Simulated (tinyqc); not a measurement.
What moves the results: heavy doping: gap narrowing, degeneracy and the minority density. A value that a table varies takes the place of the one given here.

F_j(eta) = (1/Gamma(j + 1)) integral_0^infinity x^j dx/(1 + exp(x - eta)), which tends to exp(eta) for eta << 0.

Empirical narrowing (Slotboom form, constants chosen for the exercise; published fits of this form give the apparent narrowing, here it is taken as the true one): dEg = E0 [ln(N/N0) + sqrt(ln(N/N0)^2 + C)].

Majority: N = Nv F_1/2(eta), eta the distance of EF beyond the majority band edge in kT. Degeneracy factor gam = F_1/2(eta)/exp(eta). ni0^2 = Nc Nv exp(-Eg/kT); product n p = ni0^2 gam exp(dEg/kT), dEg the true narrowing; apparent narrowing dEa = dEg + kT ln gam; minority density = n p/N.

Bipolar transistor with N as emitter doping: beta = K (N/NB) exp((dEa_B + dG - dEa_E)/kT), dEa_E = dEg(N) + kT ln gam, dEa_B = dEg(NB). For the sweep in T, Nv is scaled as (T/T0)^(3/2) from its value at T0 = T.

Constants: kB = 8.617333262e-05 eV/K.

Inputs chosen for the exercise (gap and densities of states near those of Ge at this temperature; narrowing constants of the size fitted for Si, not for this material; the results hold for these values, not for the real material):

| symbol | value | unit | meaning |
|---|---|---|---|
| Eg | 0.598 | eV | gap |
| Nc | 1.87e+19 | 1/cm^3 | conduction-band density of states |
| Nv | 9.24e+18 | 1/cm^3 | valence-band density of states |
| T | 450 | K |  |
| E0 | 10.08 | meV | narrowing scale |
| N0 | 1.4e+17 | 1/cm^3 | onset density |
| C | 0.5 |  | smoothing constant |
| N | 6.3e+18 | 1/cm^3 | ionised acceptors, equal to the majority density |
| NB | 2e+17 | 1/cm^3 | base doping |
| K | 1.7 |  | ratio (D_B W_E)/(D_E W_B) |
| dG | 0 | meV | extra narrowing of the base by alloying |

## Narrowing against degeneracy

N takes the values listed; the last column is N over the factor gam exp(dEg/kT), the doping that a simple model would need to give the same minority density.

Results:

| N (1/cm^3) | eta | gam | dEg (meV) | dEa (meV) | minority (1/cm^3) | effective doping (1/cm^3) |
|---|---|---|---|---|---|---|
| 3.0e+16 | -5.73 | 0.999 | 1.6 | 1.5 | 1.20e+15 | 2.89e+16 |
| 9.0e+16 | -4.63 | 0.997 | 4.0 | 3.8 | 4.25e+14 | 8.16e+16 |
| 3.0e+17 | -3.42 | 0.989 | 18.2 | 17.7 | 1.83e+14 | 1.90e+17 |
| 9.0e+17 | -2.29 | 0.966 | 38.8 | 37.5 | 1.01e+14 | 3.42e+17 |
| 3.0e+18 | -1.01 | 0.892 | 62.6 | 58.2 | 5.18e+13 | 6.69e+17 |
| 9.0e+18 | 0.31 | 0.712 | 84.5 | 71.4 | 2.43e+13 | 1.43e+18 |
| 3.0e+19 | 2.28 | 0.333 | 108.7 | 66.0 | 6.34e+12 | 5.47e+18 |
| 7.0e+19 | 4.47 | 0.0866 | 125.7 | 30.8 | 1.10e+12 | 3.16e+19 |
| 2.0e+20 | 9.30 | 0.00198 | 146.8 | -94.6 | 1.51e+10 | 2.30e+21 |

How do the results move?

dEg grows steadily to 146.8 meV, while the apparent value peaks at 71.4 meV for N = 9e+18 and falls to -94.6 meV as the Fermi level enters the band. N grows by a factor 30 from the third to the sixth row and the effective doping by 7.5: net of degeneracy, narrowing takes away 75 % of the factor gained by heavier doping.

## Current gain against temperature

Gain:

| T (K) | beta | beta with dG = 0 | without narrowing |
|---|---|---|---|
| 150 | 1.09 | 1.09 | 53.5 |
| 200 | 2.59 | 2.59 | 53.5 |
| 250 | 4.46 | 4.46 | 53.5 |
| 300 | 6.49 | 6.49 | 53.5 |
| 350 | 8.54 | 8.54 | 53.5 |
| 400 | 10.5 | 10.5 | 53.5 |
| 450 | 12.5 | 12.5 | 53.5 |

dEa_B + dG - dEa_E at T0 = -56.6 meV

What does this show, and why?

beta is 1.09 at 150 K and 12.5 at 450 K, since the net exponent is negative: the emitter has the larger apparent narrowing. At 300 K narrowing and degeneracy change the gain by a factor 0.121.

## What moves the minority density and the gain

All results formed anew. Each row changes one parameter from the base and keeps the others.

Results:

| case | dEg (meV) | dEa (meV) | minority (1/cm^3) | beta |
|---|---|---|---|---|
| base | 77.40 | 68.14 | 3.19e+13 | 12.5 |
| N = 1.26e+19 1/cm^3 | 91.27 | 72.92 | 1.81e+13 | 22.0 |
| E0 = 12.096 meV | 92.88 | 83.62 | 4.76e+13 | 8.87 |
| N0 = 2.8e+17 1/cm^3 | 63.57 | 54.31 | 2.23e+13 | 14.8 |
| Eg = 0.618 eV | 77.40 | 68.14 | 1.91e+13 | 12.5 |
| Nv = 1.2e+19 1/cm^3 | 77.40 | 70.25 | 4.38e+13 | 11.8 |
| NB = 4e+17 1/cm^3 | 77.40 | 68.14 | 3.19e+13 | 8.43 |

What does this show?

The largest shifts from the base row, up to three for each result and ties (the steps differ in size, so this ranks the rows, not the parameters). dEg (meV): E0 +15.48, N +13.87, N0 -13.83; unchanged at the printed digits by Eg, Nv and NB. dEa (meV): E0 +15.48, N0 -13.83, N +4.78; unchanged at the printed digits by Eg and NB. minority (1/cm^3): E0 +1.57e+13, N -1.39e+13, Eg -1.29e+13; unchanged at the printed digits by NB. beta: N +9.56, NB -4.02, E0 -3.58; unchanged at the printed digits by Eg.

Program tinyqc; command `OMP_NUM_THREADS=1 python tinyqc.py 1652246 1652247 out.jsonl`; about 0.01 s on one thread of a shared Intel(R) Xeon(R) Processor @ 2.30GHz.
